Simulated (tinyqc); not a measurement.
Inside a calculation. Model: frequency dispersion of an accumulation capacitance by border traps, distributed model.

Program tinyqc, `OMP_NUM_THREADS=1 python tinyqc.py 2202093 2202094 out.jsonl`; Intel Xeon 2.30GHz, shared host, one thread, about 0.4 s. Printed values are rounded.

Traps spread evenly through the insulator exchange electrons with the semiconductor by tunnelling, with tau(x) = t0 exp(2 ka x) at depth x from the interface. The admittance per area Y seen at depth x obeys dY/dx = -Y^2/(i w eps0 eox) + q Nb ln(1 + i w tau)/tau, with Y(0) = i w Cs and w = 2 pi f; the gate sees Y(tox) = G + i w C. Working variable y = Y/(i w), in uF/cm^2. Cox = eps0 eox/tox.

Parameters, values chosen for the exercise; permittivity close to that of zirconium oxide: relative permittivity of the insulator eox = 21.5; insulator thickness tox = 7.8 nm; semiconductor capacitance in accumulation Cs = 5.3 uF/cm^2; density of border traps Nb = 5.5e18 cm^-3 eV^-1; decay constant of the wave function in the insulator ka = 4.7 1/nm; time constant of a trap at the interface t0 = 7e-9 s; frequency f = 1e5 Hz; depth down to which the steps are taken xe = 1.1 nm.

Constants: q = 1.602176634e-19 C, eps0 = 8.8541878128e-14 F/cm where lengths are in cm. Results are converted to the units shown.

## Scales and lumped estimate

Cox; trap-free value 1/(1/Cox + 1/Cs); response depth d = ln(1/(w t0))/(2 ka), where w tau = 1; lumped estimate: all traps within d act as C_bt = q Nb d placed at d/2, so C = 1/{1/[1/(1/Cs + d/(2 eps0 eox)) + C_bt] + (tox - d/2)/(eps0 eox)}.

Cox = 2.44058 uF/cm^2
trap-free C = 1.67107 uF/cm^2
d = 0.577293 nm
C_bt = 0.0508709 uF/cm^2
lumped C = 1.67693 uF/cm^2

The traps within reach amount to 0.00960 Cs and lie in the first 7.40 % of the insulator.

## Midpoint steps through the active depth

In terms of y: dy/dx = -y^2/(eps0 eox) + s(x), s = q Nb ln(1 + z)/z, z = i w tau. 9 midpoint steps of h = xe/9: y_half = y + (h/2) y'(x, y), y(new) = y + h y'(x + h/2, y_half).

```
point    x (nm)      s (uF/(cm^2 nm))       y (uF/cm^2)
0             0  0.0881191-0.0001938i  5.30000+0.00000i
1      0.122222  0.0881141-0.0006113i  5.13614-0.00004i
2      0.244444  0.0880635-0.0019267i  4.98273-0.00017i
3      0.366667  0.0875660-0.0060267i  4.83880-0.00057i
4      0.488889  0.0831054-0.0175740i  4.70334-0.00179i
5      0.611111  0.0603868-0.0340089i  4.57443-0.00489i
6      0.733333  0.0273205-0.0303411i  4.44900-0.00878i
7      0.855556  0.0096507-0.0168705i  4.32744-0.01106i
8      0.977778  0.0031609-0.0076894i  4.21117-0.01183i
9           1.1  0.0010122-0.0031811i  4.10058-0.01180i
```

## Capacitance and conductance at the gate

y at xe = 4.10058-0.01180i uF/cm^2

Beyond xe the traps are ignored, so 1/y(tox) = 1/y(xe) + (tox - xe)/(eps0 eox); C = Re y, G/w = -Im y, loss tangent G/(w C).

y at the gate = 1.67835-0.00198i uF/cm^2
C = 1.67835 uF/cm^2
G/w = 0.00197657 uF/cm^2
loss tangent = 0.00117768

A fine integration over the whole insulator gives C = 1.6783 and G/w = 0.002047 uF/cm^2; the coarse G/w is 3.5 % below that. The fine C is 0.43 % above the trap-free value, and the lumped estimate is 0.080 % below the fine result.
